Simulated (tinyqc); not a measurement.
Potential-pH (Pourbaix) lines of a metal, its cation, its oxide and an oxyanion, with a complexing ligand: one step, computed by the program tinyqc. Command: `OMP_NUM_THREADS=1 python tinyqc.py 3002326 3002327 out.jsonl pourb walk`. One thread of a shared host (Intel(R) Xeon(R) Processor @ 2.30GHz), about 0.02 s of CPU time with the checks.

Potentials are against the standard hydrogen electrode; solids and water have unit activity; dG_f of M, H+ and the electron is zero; F = e N_A and s = R T ln(10)/F. The cation carries z = 2.

Problem. Mixed potential with oxygen reduction. Anodic i = i0a 10^((E - E_a)/b_a) with E_a the cation line with ligand; cathodic i = i0c 10^((E_c - E)/b_c) with E_c the oxygen line; supply caps the cathodic current, 1/i_c = 1/i(Tafel) + 1/i_L. E_corr makes the two currents equal. Without the cap it would be [b_c E_a + b_a E_c + b_a b_c log10(i0c/i0a)]/(b_a + b_c). Rate = i V_m/(z F). Films are left out.

Inputs (values chosen for the exercise, modelled on zinc): temperature T = 298.15 K; limiting current density i_L = 0.00071 A/cm^2; molar volume V_m = 9.16 cm^3/mol.

Species: M, M2+, MO, MO2(2-).

exchange current densities, metal and cathodic (A/cm^2): 1.4e-07  1.2e-11

Tafel slopes, anodic and cathodic (mV/decade): 90  100

cation line with ligand = -1.145219 V

oxygen line = 0.5781386 V

Constants: e = 1.602176634e-19 C; N_A = 6.02214076e+23 1/mol.

Give: E_corr without the cap; corrosion potential E_corr; corrosion current density; i/i_L; etch rate.

Solution.

E_corr without the cap = -0.52154 V

corrosion potential E_corr = -0.81176 V

corrosion current density = 7.1000e-04 A/cm^2

i/i_L = 1.00000

etch rate = 20.222 nm/min

The current sits at the supply limit: stirring or more oxidant, not the ligand, sets the rate. Caution: other oxidation states, hydroxides and hydrides are left out, and the lines say nothing of rates. Caution: E_corr lies below the hydrogen line, so hydrogen evolution, left out here, adds cathodic current.
